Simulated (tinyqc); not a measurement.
Inside a calculation (part 2 of 2). Method: CCD on RHF in the sto-3g basis, for BeH2, spin multiplicity 1. Computed by tinyqc, a small Python program that keeps every step (integrals from PySCF). Command: `OMP_NUM_THREADS=1 python tinyqc.py 23728 23729 out.jsonl` (the two numbers bound the seeds that draw the settings). One thread of a shared host (Intel(R) Xeon(R) Processor @ 2.60GHz), about 0.1 s of CPU time with the checks.

Geometry (angstrom):
```
atom         x          y         z
Be    0.000000   0.000000  0.000000
H     0.000000   1.272000  0.000000
H     0.000000  -1.244000  0.000000
```

## CCD: amplitude update 3

Amplitudes after update 2 (spin orbitals 1a, 1b, ...; amplitudes related by a flip of all spins are not repeated; the 24 largest):
```
from      to          t
3a 3b  6a 6b  -0.066559
2a 2b  6a 6b  -0.053722
2a 2b  5a 5b  -0.050623
2a 2b  4a 4b  -0.050623
2a 3b  6a 7b  -0.042199
2a 3b  6b 7a   0.037312
3a 3b  7a 7b  -0.036049
2a 2b  7a 7b  -0.025584
3a 3b  5a 5b  -0.007092
3a 3b  4a 4b  -0.007092
3a 3b  6a 7b  -0.006780
2a 2b  6a 7b   0.006494
2a 3a  6a 7a  -0.004886
2a 3b  5a 5b  -0.003482
2a 3b  4a 4b  -0.003482
1a 2b  5a 5b  -0.003123
1a 2b  4a 4b  -0.003123
1a 1b  7a 7b  -0.001848
2a 3b  7a 7b   0.001789
1a 1b  6a 6b  -0.001772
1a 1b  5a 5b  -0.001540
1a 1b  4a 4b  -0.001540
2a 3b  6a 6b  -0.001389
1a 2b  7a 7b  -0.001124
```

orbital energies (hartree): MO1 -4.517359, MO2 -0.470514, MO3 -0.436398, MO4 0.209707, MO5 0.209707, MO6 0.495625, MO7 1.044241

Given earlier and not repeated: Two-electron integrals over orbitals (pq|rs).

t_ij^ab D_ij^ab are set to the remaining terms of the spin-orbital equations, evaluated with the old amplitudes; for the doubles these are <ij||ab> + 1/2 <ab||ef> t_ij^ef + 1/2 <mn||ij> t_mn^ab + P(ij)P(ab) <mb||ej> t_im^ae + terms in t^2, D the orbital-energy denominators. DIIS then mixes the stored amplitudes.

DIIS coefficients: [-0.602594, 1.602594]

Amplitudes after update 3 (spin orbitals 1a, 1b, ...; amplitudes related by a flip of all spins are not repeated; the 24 largest):
```
from      to          t
3a 3b  6a 6b  -0.070482
2a 2b  6a 6b  -0.055244
2a 2b  5a 5b  -0.052826
2a 2b  4a 4b  -0.052826
2a 3b  6a 7b  -0.043931
2a 3b  6b 7a   0.038986
3a 3b  7a 7b  -0.036997
2a 2b  7a 7b  -0.026524
3a 3b  6a 7b  -0.007082
2a 2b  6a 7b   0.006734
2a 3a  6a 7a  -0.004945
3a 3b  5a 5b  -0.004322
3a 3b  4a 4b  -0.004322
2a 3b  5a 5b  -0.003870
2a 3b  4a 4b  -0.003870
1a 2b  5a 5b  -0.003107
1a 2b  4a 4b  -0.003107
1a 1b  7a 7b  -0.001841
2a 3b  7a 7b   0.001814
1a 1b  6a 6b  -0.001749
1a 1b  5a 5b  -0.001527
1a 1b  4a 4b  -0.001527
2a 3b  6a 6b  -0.001350
1a 2b  7a 7b  -0.001135
```

correlation energy = -0.03167251 hartree

## CCD: convergence

E_corr = 1/4 sum <ij||ab> t_ij^ab; stop when the norm of the change is below 1e-8.

Course of the amplitude iterations:
```
update  correlation energy (hartree)  norm of the change
0                        -0.02170536                   -
1                        -0.02834994            6.55e-02
2                        -0.03050490            2.35e-02
3                        -0.03167251            9.43e-03
4                        -0.03165484            1.49e-03
5                        -0.03165455            2.40e-04
6                        -0.03165403            1.24e-05
7                        -0.03165397            4.39e-06
8                        -0.03165405            1.20e-06
9                        -0.03165407            1.63e-07
10                       -0.03165407            2.35e-08
11                       -0.03165407            9.97e-09
```

Converged amplitudes (spin orbitals 1a, 1b, ...; amplitudes related by a flip of all spins are not repeated; the 24 largest):
```
from      to          t
3a 3b  6a 6b  -0.070815
2a 2b  6a 6b  -0.054770
2a 2b  5a 5b  -0.053308
2a 2b  4a 4b  -0.053308
2a 3b  6a 7b  -0.043881
2a 3b  6b 7a   0.038855
3a 3b  7a 7b  -0.036838
2a 2b  7a 7b  -0.026522
3a 3b  6a 7b  -0.007064
2a 2b  6a 7b   0.006710
2a 3a  6a 7a  -0.005026
2a 3b  5a 5b  -0.003974
2a 3b  4a 4b  -0.003974
3a 3b  5a 5b  -0.003535
3a 3b  4a 4b  -0.003535
1a 2b  5a 5b  -0.003108
1a 2b  4a 4b  -0.003108
1a 1b  7a 7b  -0.001842
2a 3b  7a 7b   0.001797
1a 1b  6a 6b  -0.001753
1a 1b  5a 5b  -0.001527
1a 1b  4a 4b  -0.001527
2a 3b  6a 6b  -0.001286
1a 2b  7a 7b  -0.001134
```

CCD total energy = -15.59188624 hartree

Converged in 11 updates, with DIIS from the third.
